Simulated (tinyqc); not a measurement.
# From Langmuir coverage back to temperature T

Model: adsorption as a lattice gas: isotherms with interactions, competition, desorption peaks and saturation dose. Computed by tinyqc, a small Python program. Command: `OMP_NUM_THREADS=1 python tinyqc.py 3006943 3006944 out.jsonl adsorb inv`. One thread of a shared host (Intel(R) Xeon(R) Processor @ 2.30GHz), about 0.01 s of CPU time with the checks.

One adsorbate per site; a molecule needs 2 empty sites. Gas and surface have the same temperature.

Inputs (values chosen for the exercise, for a model surface):
```
quantity                             value    unit
desorption energy E                  0.946      eV
prefactor nu                       6.3e+12     1/s
site density N_s                        15  1/nm^2
molecular mass M                      29.3       u
sticking coefficient s0              0.027       -
pressure p                             0.7      Pa
blocking by a second gas, K_B p_B       13       -
```

Adsorption: dissociative (second order).

Constants: u = 1.6605390666e-27 kg; k_B = 1.380649e-23 J/K; k_B = 8.617333262e-05 eV/K.

Method. Flux F = p/sqrt(2 pi M k_B T); k_d = nu exp(-E/(k_B T)); 2 s0 F (1 - theta)^2 = N_s k_d theta^2, so y = sqrt(2 s0 F/(N_s k_d)), theta = y/(1 + y). With a second gas on the same sites theta = y/(1 + y + K_B p_B).

Problem. A run gave the result below. Find the temperature T, known to lie between 310 and 780 K.

Langmuir coverage = 0.4315354

Solution.

Each step takes the trial c = (a f_b - b f_a)/(f_b - f_a), f being the result less the target and a, b, c the logarithms of the listed values; c replaces end b, the old b replaces a if the sign of f changed, and otherwise f_a is halved.

Scan of the range:
```
temperature T (K)  Langmuir coverage
310                      9.93894e-01
362                      9.24848e-01
422                      5.78333e-01
492                      1.71786e-01
573                      3.96122e-02
669                      9.93671e-03
780                      2.99593e-03
```

False position (Illinois rule, in the logarithm of the input) inside the bracket:
```
step    end a    end b    trial  Langmuir coverage
1     422.000  492.000  446.046           0.401525
2     422.000  446.046  438.930           0.451259
3     446.046  438.930  441.738           0.431267
4     438.930  441.738  441.700           0.431533
5     438.930  441.700  441.700           0.431538
6     441.700  441.700  441.700           0.431535
```

Langmuir coverage falls at every point of a 13-point scan of the range (every second point is shown), so one value fits; it is bracketed by 422 and 492. Answer: temperature T = 441.7 K.
